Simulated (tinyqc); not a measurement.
Polycrystal bounds against single-crystal directions: anisotropic elasticity and sound waves of a cubic crystal. Computed by tinyqc, a small Python program. Command: `OMP_NUM_THREADS=1 python tinyqc.py 3018623 3018624 out.jsonl cubicelastic walk`. One thread of a shared host (Intel(R) Xeon(R) Processor @ 2.30GHz), about 0.01 s of CPU time with the checks.

Voigt order 1..6 = xx, yy, zz, yz, xz, xy, with engineering shear strains. The rotated frame has x' as named, z' along the wafer normal and y' = z' x x'.

Inputs (values chosen for the exercise, modelled on diamond): C11 = 1058 GPa; C12 = 123.6 GPa; C44 = 574.2 GPa.

Frame: (111) wafer, x' along [1-10].

Method. S11 = (C11 + C12)/D, S12 = -C12/D, D = (C11 - C12)(C11 + 2 C12), S44 = 1/C44. Zener ratio A = 2 C44/(C11 - C12); S0 = S11 - S12 - S44/2; H = 2 C44 + C12 - C11. B = (C11 + 2 C12)/3; Voigt G = (C11 - C12 + 3 C44)/5; Reuss G = 5/(4 (S11 - S12) + 3 S44); Hill is their mean; E = 9BG/(3B + G), nu = (3B - 2G)/(6B + 2G). Along <hkl>, with g = 0, 1/4, 1/3: 1/E = S11 - 2 S0 g; for a film with that normal C33 = C11 + 2 H g and M = [6B - (3B - C33) - (3B - C33)^2/C33]/2.

S11 = 0.968859 1/TPa

S12 = -0.101346 1/TPa

S44 = 1.74155 1/TPa

S0 = 0.199429 1/TPa

H = 214 GPa

Zener ratio A = 1.22902

bulk modulus B = 435.07 GPa

Averages:
```
average  G (GPa)  E (GPa)        nu
Voigt     531.40   1132.9  0.065992
Reuss     526.01   1124.7  0.069128
Hill      528.71   1128.8  0.067557
```

Directions:
```
direction  E (GPa)  biaxial modulus M (GPa)
<100>       1032.1                   1152.7
<110>       1150.6                   1226.7
<111>       1196.3                   1248.4
```

What follows from these numbers?

The bounds on G differ by 1.0 %, while E varies by a factor 1.16 with direction; with A above 1 the stiffest axis is <111>. Under a fixed mismatch strain, grains with a <100> normal store the least energy.

Extremes, crossings and ranges named in words are read from the listed rows.
